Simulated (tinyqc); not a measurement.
Threshold-voltage variability of a planar MOSFET, analytic estimates: one step of the calculation.

Three independent sources add in quadrature: random dopants in the depleted layer, metal-gate grains of two orientations, and roughness of the two gate edges acting through the roll-off VT = VT(long) - Vr exp(-L/l). These are first-order estimates: no three-dimensional electrostatics, no percolation.

Question. Total spread, mismatch and leakage. s = sqrt(s1^2 + s2^2 + s3^2). For a pair: s(dVT) = sqrt(2) s; current mismatch sqrt(2) sqrt((gI s)^2 + sb^2); input offset = current mismatch/gI. For a Gaussian VT the off current is log-normal with mean/median = exp(s^2/(2 (n Vt)^2)).

Values chosen for this exercise; material values close to those of silicon: temperature T = 250 K; subthreshold factor n = 1.48; gm/I of a matched pair gI = 20 1/V; spread of the gain factor of one device sb = 2.6 %.

Constants: q = 1.602176634e-19 C, kB = 1.380649e-23 J/K, Vt = kB T/q. Results are converted to the units shown.

s1 = 29.173454 mV
s2 = 33.343136 mV
s3 = 6.9218717 mV

Wanted: s; s(dVT); current mismatch; input offset; mean/median of Ioff.

Answer.

s = 44.842 mV
s(dVT) = 63.416 mV
current mismatch = 126.88 %
input offset = 63.442 mV
mean/median of Ioff = 2.6885

Numbers from tinyqc (`OMP_NUM_THREADS=1 python tinyqc.py 2090165 2090166 out.jsonl`; about 0.01 s on one thread of a shared Intel Xeon 2.30GHz).
